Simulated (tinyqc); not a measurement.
Inside a calculation. Model: chemically amplified photoresist: aerial image, acid generation, bake, development and line width. Computed by tinyqc, a small Python program that keeps every step. Command: `OMP_NUM_THREADS=1 python tinyqc.py 3012126 3012127 out.jsonl resist walk`. One thread of a shared host (Intel(R) Xeon(R) Processor @ 2.30GHz), about 0.02 s of CPU time with the checks. Intermediate numbers are printed to about 6 digits and carried at full precision; extremes and crossings named in words are read from the listed rows.

Lines and spaces of pitch p with a two-beam-like image; x = 0 is the middle of the bright space. The resist is positive and treated as uniform in depth.

Inputs (values chosen for the exercise, for a model resist at 248 nm):

| quantity | value | unit |
|---|---|---|
| pitch p | 260 | nm |
| image contrast c | 0.53 | - |
| mean dose E | 2.9 | mJ/cm^2 |
| Dill parameter C | 0.046 | cm^2/mJ |
| quencher load q, relative to the acid generator | 0.051 | - |
| acid diffusivity D | 4 | nm^2/s |
| bake time t | 60 | s |
| amplification rate k_amp | 0.069 | 1/s |
| threshold protection m_th | 0.45 | - |
| development selectivity n | 5 | - |
| largest rate r_max | 230 | nm/s |
| smallest rate r_min | 0.086 | nm/s |
| resist thickness d | 230 | nm |
| development time t_d | 45 | s |
| photon energy | 5 | eV |
| absorption coefficient alpha | 0.82 | 1/um |

## Acid image and its blur

Dose E(x) = E [1 + c cos(2 pi x/p)]; acid h = 1 - exp(-C E(x)). Bake: the acid image is blurred by a Gaussian of variance sigma^2 = 2 D t (each Fourier term k of h, taken on 64 points, is multiplied by exp(-4 pi^2 k^2 D t/p^2)). Cosine coefficients: h(x) = sum_k h_k cos(2 pi k x/p).

diffusion length sigma = sqrt(2 D t) = 21.9089 nm

h_0 to h_4 before the bake: 0.123791  0.061911  -0.001094  0.000013  0.000000

h_0 to h_4 after the blur: 0.123791  0.053814  -0.000625  0.000004  0.000000

blur factor of the first harmonic = 0.869219

sigma/p = 0.084; the blur keeps 87 % of the modulation.

## From image to dissolution rate

The quencher then removes q, h_eff = max(h_blurred - q, 0); protection m = exp(-k_amp t h_eff). Mack rate r = r_max (a + 1)(1 - m)^n/(a + (1 - m)^n) + r_min, a = ((n + 1)/(n - 1))(1 - m_th)^n.

Across half a pitch:

| x/p | x (nm) | dose (mJ/cm^2) | blurred acid | protection m | rate (nm/s) |
|---|---|---|---|---|---|
| 0.00 | 0 | 4.43700 | 0.176984 | 0.593585 | 3.17646e+01 |
| 0.05 | 13 | 4.36177 | 0.174468 | 0.599800 | 2.96964e+01 |
| 0.10 | 26 | 4.14346 | 0.167134 | 0.618293 | 2.40634e+01 |
| 0.15 | 39 | 3.80343 | 0.155612 | 0.648500 | 1.65008e+01 |
| 0.20 | 52 | 3.37496 | 0.140923 | 0.689161 | 9.24249e+00 |
| 0.25 | 65 | 2.90000 | 0.124416 | 0.737905 | 4.07321e+00 |
| 0.30 | 78 | 2.42504 | 0.107670 | 0.790877 | 1.38960e+00 |
| 0.35 | 91 | 1.99657 | 0.092356 | 0.842640 | 4.01750e-01 |
| 0.40 | 104 | 1.65654 | 0.080063 | 0.886638 | 1.47329e-01 |
| 0.45 | 117 | 1.43823 | 0.072103 | 0.916340 | 9.94272e-02 |
| 0.50 | 130 | 1.36300 | 0.069349 | 0.926850 | 9.28624e-02 |

The dose varies by a factor 3.26 across the pattern and the rate by 342.

## Space width and dose latitude

Edge: vertical development clears the film where r t_d >= d; the space width is twice the x where r = d/t_d. Dose sensitivity = d ln(width)/d ln E from widths at 1.005 E and E/1.005; image log-slope at the edge = |d ln E/dx|, normalised by the width (NILS); latitude for 10 % of width = 10 %/sensitivity.

space width = 123.559 nm

dose sensitivity = 1.49743

NILS = 1.51531

dose latitude = 6.67812 %

At the same width a resist without blur would give a sensitivity 2/NILS = 1.320; the blur multiplies it by 1.13. Caution: lateral development, standing waves and the joint diffusion of acid and quencher are left out, so widths are indicative.

## Photon statistics at the edge

The edge lies at x = width/2. Absorbed photons per volume N = E(edge) alpha/(photon energy), 1 mJ/cm^2 = 62.41509 eV/nm^2, alpha in 1/nm; a Gaussian blur averages over a volume V = (2 sqrt(pi) sigma)^3; relative noise 1/sqrt(N V); edge noise sigma_x = (dh/d ln E) noise/|dh/dx|, with both derivatives of the blurred acid at the edge.

absorbed photons N = 0.0309079 1/nm^3

photons in the blur volume = 14479.2

edge noise from photons = 0.768753 nm

Caution: the noise counts photons alone (acid and quencher statistics add to it) and takes the film as thicker than the blur; a thinner film averages in two dimensions only.

## Blur against noise

For each sigma the edge is held at x = p/4; N is taken at the mean dose; edge noise = (dh/d ln E)/(sqrt(N V) |dh/dx|), both derivatives taken of the blurred acid, V = (2 sqrt(pi) sigma)^3, N = E alpha/(photon energy), 1 mJ/cm^2 = 62.41509 eV/nm^2.

Trade-off:

| sigma/p | sigma (nm) | blur factor | photons in V | edge noise (nm) |
|---|---|---|---|---|
| 0.02 | 5.2 | 0.992135 | 1.85933e+02 | 5.76787 |
| 0.04 | 10.4 | 0.968911 | 1.48746e+03 | 2.08472 |
| 0.07 | 18.2 | 0.907808 | 7.97187e+03 | 0.95753 |
| 0.10 | 26.0 | 0.820869 | 2.32416e+04 | 0.61763 |
| 0.14 | 36.4 | 0.679167 | 6.37750e+04 | 0.44868 |
| 0.18 | 46.8 | 0.527530 | 1.35545e+05 | 0.39527 |
| 0.22 | 57.2 | 0.384667 | 2.47477e+05 | 0.40077 |
| 0.27 | 70.2 | 0.237168 | 4.57465e+05 | 0.47794 |
| 0.33 | 85.8 | 0.116531 | 8.35234e+05 | 0.71984 |

The noise is least near sigma/p = 0.18 among these rows. More diffusion averages over more photons (noise falls as sigma^(-3/2)) until it erases the image slope (factor exp(-2 pi^2 sigma^2/p^2)); for a pure cosine the two balance at sigma/p = sqrt(3/8)/pi = 0.195. Caution: for a film thinner than the blur the noise falls as 1/sigma only, and the optimum moves to sigma/p = 1/(2 pi) = 0.159.

Checks made by the program: sensitivity 2/NILS in the limit of no diffusion (relative difference 2e-06).
